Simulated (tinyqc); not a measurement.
Lattice vibrations of a chain, step by step. Computed by tinyqc, a small Python program that keeps every step. Command: `OMP_NUM_THREADS=1 python tinyqc.py 22283 22284 out.jsonl` (the two numbers bound the seeds that draw the settings). One thread of a shared host (Intel(R) Xeon(R) Processor @ 2.60GHz), about 0.01 s of CPU time with the checks.

## Dynamical matrix at q = 0.1

A chain moving along its axis:
```
atom                 mass (u)  spring to the next atom (eV/angstrom^2)
1                   83.900000                                29.600000
2                  104.900000                                10.100000
3                   15.600000                                20.000000
second neighbours           -                                 0.400000
```

q is in units of 2 pi/a. A spring k from atom i to atom j, n cells on, adds k to Phi_ii and Phi_jj, -k exp(2 pi i q n) to Phi_ij and the conjugate to Phi_ji (for one atom a cell: 2k (1 - cos 2 pi q n)); D_ij = Phi_ij / sqrt(m_i m_j).

D(q) (eV/(angstrom^2 u)), lower triangle (Hermitian):
```
                     1                    2         3
1             0.600715
2  -0.318967-0.002506i             0.386082
3  -0.458300-0.324942i  -0.257672-0.005812i  1.980769
```

## Frequencies

omega^2 are the eigenvalues; wavenumber = 521.4708 sqrt(eigenvalue) 1/cm.

eigenvalues: 0.011473  0.759857  2.196236

wavenumbers (1/cm): 55.9  454.6  772.8

weights |e|^2 of the mass-weighted modes:
```
          mode 1    mode 2    mode 3
atom 1  0.410563  0.486320  0.103118
atom 2  0.516663  0.474365  0.008972
atom 3  0.072774  0.039316  0.887910
```

## Dispersion and heat capacity

C/k_B per atom = mean over q = (j + 1/2)/80, j = 0..39 and all branches of y^2 e^y/(e^y - 1)^2, y = hc wavenumber / k_B T.

Wavenumbers (1/cm):
```
q           branch 1    branch 2    branch 3
0.000000    0.000000  459.011718  772.194266
0.062500   35.072921  457.257921  772.438234
0.125000   69.516812  452.125790  773.127043
0.187500  102.631960  444.012085  774.141906
0.250000  133.553713  433.618839  775.315323
0.312500  161.109514  422.045866  776.464264
0.375000  183.624351  410.945279  777.419975
0.437500  198.813098  402.601547  778.049541
0.500000  204.254001  399.441482  778.268943
```

Heat capacity:
```
T (K)  C/k_B per atom
20           0.054834
50           0.145752
100          0.276514
200          0.505259
300          0.674988
600          0.887239
1200         0.968880
```

zero-point energy per atom = 27.492107 meV
